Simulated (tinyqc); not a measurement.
Luttinger-Kohn k.p, four valence bands, step by step. One step of it, computed by the program tinyqc.

Question. Levels at k. Diagonalise the Hermitian matrix.

H(k) at k (eV), order 3/2, 1/2, -1/2, -3/2:
```
[[0.153428, 0.077239-0.061791i, -0.007312+0.061791i, 0.000000],
 [0.077239+0.061791i, 0.161871, 0.000000, -0.007312+0.061791i],
 [-0.007312-0.061791i, 0.000000, 0.161871, -0.077239+0.061791i],
 [0.000000, -0.007312-0.061791i, -0.077239-0.061791i, 0.153428]]
```

Give: eigenvalues.

Answer.

eigenvalues (eV): [0.0407, 0.0407, 0.2746, 0.2746]
